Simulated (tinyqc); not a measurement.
Inside a calculation. Model: ballistic Schottky-barrier transistor with a two-dimensional channel, WKB contacts.

Computed by the program tinyqc: `OMP_NUM_THREADS=1 python tinyqc.py 2390021 2390022 out.jsonl`, one thread of a shared Intel Xeon 2.30GHz, about 0.2 s for the whole run. Printed values are rounded.

Source Fermi level 0, drain Fermi level -Vd. Far from the contacts Ec = pn - psi, and the gate moves psi one to one; the band edges relax as exp(-x/lam) from pn at the source and pn - Vd at the drain; Ev = Ec - Eg. A carrier of energy w inside the channel band meets at a contact a barrier of height D (the contact edge beyond the channel edge): T = 1 for w >= D, else exp(-S), S = 4 lam sqrt(m/C) [sqrt(D - w) - sqrt(w) arctan sqrt((D - w)/w)], C = hbar^2/(2 m0). The two contacts combine as Ts Td/(Ts + Td - Ts Td).

Inputs (values chosen for the exercise); channel values close to those of a black phosphorus layer:
- T = 300 K (temperature)
- Eg = 0.549 eV (band gap)
- pn = 0.4 eV (barrier for electrons at both contacts)
- mn = 0.17 m0 (electron mass)
- mp = 0.15 m0 (hole mass)
- g = 1 (valleys or subbands)
- lam = 4.7 nm (screening length at the contacts)
- Vd = 0.1 V (drain bias)
- ps = 0.64 V (band shift psi of the channel by the gate)
- w0 = 0.48 eV (energy of one carrier inside the channel band)
- wm = 0.82 eV (upper end of the grid)
- nE = 13 (points of the grid)

Constants: q = 1.602176634e-19 C, kB = 1.380649e-23 J/K, hbar = 1.054571817e-34 J s, h = 6.62607015e-34 J s, m0 = 9.1093837015e-31 kg, Vt = kB T/q, hbar^2/(2 m0) = 0.0380998212 eV nm^2. Results are converted to the units shown.

Range of the model: No scattering, image-force lowering, channel charge or band-to-band tunnelling; parabolic kappa overstates S deep in the gap.

## Band edges and barriers

Electrons: Ds = psi, Dd = psi - Vd, Es = Ec, Ed = Ec + Vd. Holes: Ds = -psi, Dd = Vd - psi, Es = -Ev, Ed = -Ev - Vd. The size of each current is taken; both flow from drain to source and add.

Ec = -0.24 eV
Ev = -0.789 eV
D for electrons (eV): source 0.6400000, drain 0.5400000
D for holes (eV): source -0.6400000, drain -0.5400000

A negative D is no barrier. Here the electrons carry the larger current.

## Transmission of one of the electrons

S and T at both contacts for w = w0, and the tunnelling distance lam ln(D/w) at the higher barrier.

S at the source = 1.478877
S at the drain = 0.3773846
combined T = 0.2063353
tunnelling distance = 1.352106 nm

## Current of the electrons on a coarse grid

I/W = g (2 q^2/h) int T(w) [N(Es + w) - N(Ed + w)] dw with w the energy of motion along the channel, N(y) = (1/2 pi) sqrt(pi m kB T/C) Fm(-y/kB T), Fm(x) = (1/sqrt(pi)) int_0^infinity u^(-1/2)/(1 + exp(u - x)) du. Electrons: Ds = psi, Dd = psi - Vd, Es = Ec, Ed = Ec + Vd. Holes: Ds = -psi, Dd = Vd - psi, Es = -Ev, Ed = -Ev - Vd. The size of each current is taken; both flow from drain to source and add. Simpson's rule on nE equally spaced w from 0 to wm.

```
point     w (eV)            Ts            Td             T  size of the supply difference (1/um)
0      0.0000000  1.594657e-14  2.120023e-13  1.483100e-14                              80.34519
1      0.0683333   3.475991e-8   3.957522e-7   3.195337e-8                              106.0388
2      0.1366667   5.206700e-6   5.023067e-5   4.717707e-6                              146.5987
3      0.2050000   1.560526e-4   0.001258995   1.388623e-4                              106.1724
4      0.2733333   0.001987073    0.01318140   0.001729753                              21.63497
5      0.3416667    0.01432161    0.07634175    0.01220650                              1.812261
6      0.4100000    0.06728916     0.2786394    0.05730625                             0.1305939
7      0.4783333     0.2222437     0.6745238     0.2007189                           0.009297772
8      0.5466667     0.5340099             1     0.5340099                           6.613910e-4
9      0.6150000     0.9202917             1     0.9202917                           4.704471e-5
10     0.6833333             1             1             1                           3.346274e-6
11     0.7516667             1             1             1                           2.380192e-7
12     0.8200000             1             1             1                           1.693022e-8
```

current = 0.4359547 uA/um

A converged quadrature gives 0.4492 uA/um; this grid is 2.9 % below that. 0.00798 % of it passes over both barriers, the rest tunnels. The other carrier adds 4.70e-10 uA/um.
